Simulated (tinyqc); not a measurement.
# Disorder broadening of a one-dimensional band in the self-consistent Born approximation: density of states across the band

The local Green function is G = g0(z - Sigma) with z = E + i eta and g0(z) = 1/(sqrt(z - 2t) sqrt(z + 2t)), principal roots; the self-energy is Sigma = D G. The density of states is -Im G/pi.

Sigma is iterated to self-consistency (retarded branch, Im Sigma < 0); first Born means Sigma = D g0(z) put once into G = g0(z - Sigma); clean means Sigma = 0.

Values chosen for this exercise:
```
symbol  value  unit                             meaning
t           1    eV                             hopping
D        0.14  eV^2  variance of the random site energy
eta      0.01    eV                     bare broadening
```

Density of states across the band:

| E (eV) | Re Sigma (eV) | Im Sigma (eV) | DOS, self-consistent (1/eV) | DOS, first Born (1/eV) | DOS, clean (1/eV) |
|---|---|---|---|---|---|
| 0 | 0 | -0.069944 | 0.15903 | 0.15903 | 0.15915 |
| 0.279 | 4.0378e-4 | -0.070627 | 0.16058 | 0.16058 | 0.16072 |
| 0.557 | 9.0615e-4 | -0.072789 | 0.16550 | 0.16552 | 0.16571 |
| 0.836 | 0.0016820 | -0.076879 | 0.17479 | 0.17486 | 0.17519 |
| 1.114 | 0.0031472 | -0.083868 | 0.19068 | 0.19089 | 0.19163 |
| 1.393 | 0.0067367 | -0.096141 | 0.21859 | 0.21938 | 0.22178 |
| 1.671 | 0.019088 | -0.11870 | 0.26987 | 0.27319 | 0.28955 |
| 1.95 | 0.068421 | -0.14540 | 0.33060 | 0.22698 | 0.70590 |
| 2.228 | 0.16645 | -0.10122 | 0.23013 | 0.042100 | 0.0074843 |
| 2.507 | 0.10524 | -0.0016673 | 0.0037909 | 0.0034202 | 0.0023097 |
| 2.785 | 0.076653 | -6.6376e-4 | 0.0015092 | 0.0014775 | 0.0012176 |

What does the comparison show?

The self-consistent density of states goes from 0.159 through a maximum of 0.331 (at E = 1.95 eV among the rows listed) to 0.00151 1/eV. The clean band ends at 2t = 2.00 eV; at E = 2.228 eV, beyond it, the self-consistent value is 0.230 against 0.00748 clean: disorder widens the band. By ratio, first Born differs most at E = 2.228 eV, where it is 0.18 times the self-consistent value.

Range of the model: The self-consistent Born approximation misses band tails from rare fluctuations and localisation.

Numbers from tinyqc (`OMP_NUM_THREADS=1 python tinyqc.py 2720037 2720038 out.jsonl`; about 0.01 s on one thread of a shared Intel Xeon 2.30GHz).
